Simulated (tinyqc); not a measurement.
# From total shift back to local temperature T

Model: Raman shift of the zone-centre optical phonon of a diamond-structure crystal under stress. Computed by tinyqc, a small Python program. Command: `OMP_NUM_THREADS=1 python tinyqc.py 3019268 3019269 out.jsonl ramanstress inv`. One thread of a shared host (Intel(R) Xeon(R) Processor @ 2.30GHz), about 0.02 s of CPU time with the checks.

Axes x, y, z are the cube axes. Strain shifts the threefold optical mode and can split it; p, q and r are the phonon deformation potentials.

Inputs (values chosen for the exercise, modelled on germanium):

| quantity | value | unit |
|---|---|---|
| unstrained frequency omega_0 | 301 | 1/cm |
| p/omega_0^2 | -1.42 | - |
| q/omega_0^2 | -1.84 | - |
| r/omega_0^2 | -1.14 | - |
| C11 | 128.1 | GPa |
| C12 | 47.8 | GPa |
| C44 | 67.71 | GPa |
| stress sigma (tension positive) | -0.53 | GPa |
| polarisation angle phi | 30 | degree |
| temperature coefficient d omega/dT | -0.017 | 1/(cm K) |
| laser wavelength | 532 | nm |

Stress state: uniaxial. Axis: [100].

Constants: h = 6.62607015e-34 J s; c = 299792458 m/s; k_B = 1.380649e-23 J/K.

Method:
- S11 = (C11 + C12)/D, S12 = -C12/D, D = (C11 - C12)(C11 + 2 C12), S44 = 1/C44.
- Uniaxial stress along the unit vector n of the axis: sigma_ij = sigma n_i n_j.
- eps_xx = S11 sigma_xx + S12 (sigma_yy + sigma_zz), and cyclic; eps_xy = S44 sigma_xy/2 (tensor strain).
- Secular matrix: M_xx = p eps_xx + q (eps_yy + eps_zz), M_xy = 2 r eps_xy; its eigenvalues are omega^2 - omega_0^2, and the shifts are these over 2 omega_0.
- Backscattering from a (001) surface: incident polarisation (cos phi, sin phi, 0). With Raman tensors (R_z)_xy = (R_z)_yx = 1 and cyclic, only the z component u_z of a mode counts: I = u_z^2 sin^2(2 phi) for parallel and u_z^2 cos^2(2 phi) for crossed polarisers. An unresolved line sits at the intensity-weighted shift, which is M_zz/(2 omega_0).
- A temperature above 300 K shifts the line by (d omega/dT)(T - 300 K); divided by the shift per stress it poses as a stress; the total shift adds it to the shift of the observed line. The anti-Stokes to Stokes ratio is [(omega_L + omega_0)/(omega_L - omega_0)]^3 exp(-h c omega_0/(k_B T)) in photon counts, omega_L = 1/wavelength, resonance effects left out.

Task: A run gave the result below. Find the local temperature T, known to lie between 410 and 660 K.

total shift = -2.811162 1/cm

Result:

Each step takes the trial c = (a f_b - b f_a)/(f_b - f_a), f being the result less the target and a, b, c the logarithms of the listed values; c replaces end b, the old b replaces a if the sign of f changed, and otherwise f_a is halved.

Scan of the range:

| local temperature T (K) | total shift (1/cm) |
|---|---|
| 410 | -1.12476 |
| 444 | -1.70276 |
| 481 | -2.33176 |
| 520 | -2.99476 |
| 563 | -3.72576 |
| 610 | -4.52476 |
| 660 | -5.37476 |

False position (Illinois rule, in the logarithm of the input) inside the bracket:

| step | end a | end b | trial | total shift (1/cm) |
|---|---|---|---|---|
| 1 | 481.000 | 520.000 | 508.894 | -2.80596 |
| 2 | 520.000 | 508.894 | 509.197 | -2.81111 |
| 3 | 520.000 | 509.197 | 509.203 | -2.81122 |
| 4 | 509.197 | 509.203 | 509.200 | -2.81116 |

Total shift falls at every point of a 13-point scan of the range (every second point is shown), so one value fits; it is bracketed by 481 and 520. The scan shows a straight line, so linear interpolation between any two rows gives the answer at once. Answer: local temperature T = 509.2 K.
